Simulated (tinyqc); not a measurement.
Round or elliptic silicon nanowire with anisotropic valleys (Ritz method): one step. Lowest level in this basis. Five cases, with inputs chosen for the exercise.

Task: Solve H p = E S p for the wire level; give E, the ratios p2/p1 and p3/p1, and H11/S11.

Case 1.

S, rows 1, u^2, v^2 and columns alike:
```
[[1.04719755, 0.13089969, 0.13089969],
 [0.13089969, 0.03926991, 0.01308997],
 [0.13089969, 0.01308997, 0.03926991]]
```

H (meV), rows 1, u^2, v^2 and columns alike:
```
[[266.694094, 44.449016, 44.449016],
 [44.449016, 53.581616, 5.556127],
 [44.449016, 5.556127, 24.204161]]
```

Case 2.

S, rows 1, u^2, v^2 and columns alike:
```
[[1.04719755, 0.13089969, 0.13089969],
 [0.13089969, 0.03926991, 0.01308997],
 [0.13089969, 0.01308997, 0.03926991]]
```

H (meV), rows 1, u^2, v^2 and columns alike:
```
[[73.338869, 12.223145, 12.223145],
 [12.223145, 14.677702, 1.527893],
 [12.223145, 1.527893, 6.712801]]
```

Case 3.

S, rows 1, u^2, v^2 and columns alike:
```
[[1.04719755, 0.13089969, 0.13089969],
 [0.13089969, 0.03926991, 0.01308997],
 [0.13089969, 0.01308997, 0.03926991]]
```

H (meV), rows 1, u^2, v^2 and columns alike:
```
[[54.560212, 9.093369, 9.093369],
 [9.093369, 6.941998, 1.136671],
 [9.093369, 1.136671, 8.971398]]
```

Case 4.

S, rows 1, u^2, v^2 and columns alike:
```
[[1.04719755, 0.13089969, 0.13089969],
 [0.13089969, 0.03926991, 0.01308997],
 [0.13089969, 0.01308997, 0.03926991]]
```

H (meV), rows 1, u^2, v^2 and columns alike:
```
[[88.202093, 14.700349, 14.700349],
 [14.700349, 18.765328, 1.837544],
 [14.700349, 1.837544, 6.960283]]
```

Case 5.

S, rows 1, u^2, v^2 and columns alike:
```
[[1.04719755, 0.13089969, 0.13089969],
 [0.13089969, 0.03926991, 0.01308997],
 [0.13089969, 0.01308997, 0.03926991]]
```

H (meV), rows 1, u^2, v^2 and columns alike:
```
[[375.957673, 62.659612, 62.659612],
 [62.659612, 31.728778, 7.832452],
 [62.659612, 7.832452, 77.925543]]
```

Give: E; ratios; one function.

Result:

Case 1.

E = 241.4 meV

ratios: [-0.25, -0.83]

one function = 254.7 meV

The two added functions lower the level by 13.2 meV (5.2 %), mostly by narrowing the state along v, the direction in which the stretched ellipse is long.

Case 2.

E = 66.4 meV

ratios: [-0.25, -0.82]

one function = 70.0 meV

The two added functions lower the level by 3.6 meV (5.1 %), mostly by narrowing the state along v, the direction in which the stretched ellipse is long.

Case 3.

E = 50.2 meV

ratios: [-0.48, -0.33]

one function = 52.1 meV

The two added functions lower the level by 1.9 meV (3.7 %), mostly by narrowing the state along u, the direction in which the stretched ellipse is long.

Case 4.

E = 78.7 meV

ratios: [-0.22, -1.09]

one function = 84.2 meV

The two added functions lower the level by 5.5 meV (6.6 %), mostly by narrowing the state along v, the direction in which the stretched ellipse is long.

Case 5.

E = 338.1 meV

ratios: [-0.95, -0.23]

one function = 359.0 meV

The two added functions lower the level by 20.9 meV (5.8 %), mostly by narrowing the state along u, the direction in which the stretched ellipse is long.

Computed by tinyqc, one run a case: `OMP_NUM_THREADS=1 python tinyqc.py N N+1 out.jsonl` with N = 1250107, 1250304, 1250386, 1250729, 1250780; one thread of a shared Intel(R) Xeon(R) Processor @ 2.30GHz, about 0.06 s a run at most.
